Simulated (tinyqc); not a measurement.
Landau-Devonshire theory of a uniaxial ferroelectric: one step, computed by the program tinyqc.

G(P) = (alpha/2) P^2 + (beta*/4) P^4 + (gamma/6) P^6 - E P per volume, SI units, one domain, P along the polar axis, which is normal to the film.

Task: Coefficients at T. alpha = alpha_0 (T - T0*), with clamping: T0* = T0 + 4 Q12 u_m/(alpha_0 (s11 + s12)), beta* = beta + 4 Q12^2/(s11 + s12).

Inputs (values chosen for the exercise, for a model ferroelectric): alpha_0 = 667000 J m/(C^2 K); Curie-Weiss temperature T0 = 670 K; beta = 2.02e+09 J m^5/C^4; temperature T = 317 K; misfit strain u_m = -0.016; electrostriction Q12 = -0.03 m^4/C^2; compliance s11 + s12 = 6.8e-12 m^2/N.

Sample: epitaxial film.

Give: T0*; alpha; beta*.

Result:

T0* = 1093.3 K

alpha = -5.1780e+08 J m/C^2

beta* = 2.5494e+09 J m^5/C^4

Compression raises T0 by 423 K. beta* > 0: the transition is of second order.
